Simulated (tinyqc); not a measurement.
What moves the results of cold (Marzari-Vanderbilt) smearing: smearing for a one-band metal on the square lattice.

Lattice vectors (units of a): a1 = (1, 0), a2 = (0, 1). E(k) = -t A_1(k) - t2 A_2(k), A_m the sum of cos(k . R) over the 4 nearest and 4 second lattice vectors. Mesh k = sum (j_i/N) b_i, j_i = 0 .. N-1.

With x = (E_k - mu)/sigma: cold (Marzari-Vanderbilt) with y = x + 1/sqrt(2), f = erfc(y)/2 + exp(-y^2)/sqrt(2 pi), s = y exp(-y^2)/sqrt(2 pi). With weights w = points/N^d (d the dimension), mu solves 2 sum w f = ne; E = 2 sum w f E_k, S = 2 sum w s, F = E - sigma S.

Parameters, chosen for this exercise:
```
symbol  value  unit  meaning
t       1.41   eV    nearest hopping
t2      0.32   eV    second hopping
ne      0.88         electrons per cell
N       6            unshifted mesh
sigma   0.705  eV    width
```

All sums formed anew.

One parameter was then changed.

Results before and after:
```
case     mu (eV)   E (eV)       S   F (eV)
base      0.2239  -2.3048  0.0362  -2.3303
changed   0.4595  -2.2670  0.0408  -2.2958
```

Which of these changes was made? (a) t = 1.551 eV; (b) sigma = 1.41 eV; (c) t2 = 0.461 eV; (d) N = 12; (e) ne = 0.98.

Answer: (e) ne = 0.98. Of the candidates, run in turn, only this one gives the changed row.

All candidates:
```
case             mu (eV)   E (eV)       S   F (eV)
base              0.2239  -2.3048  0.0362  -2.3303
N = 12            0.2309  -2.3800  0.0077  -2.3854
sigma = 1.41 eV   0.2532  -2.2610  0.0782  -2.3714
ne = 0.98         0.4595  -2.2670  0.0408  -2.2958
t2 = 0.461 eV     0.3722  -2.3408  0.0389  -2.3682
t = 1.551 eV      0.2285  -2.5246  0.0392  -2.5522
```

Computed by tinyqc, a small Python program: `OMP_NUM_THREADS=1 python tinyqc.py 1680371 1680372 out.jsonl` (the numbers bound the seed that draws the inputs); one thread of a shared host (Intel(R) Xeon(R) Processor @ 2.30GHz), about 0.07 s for the whole set of steps.
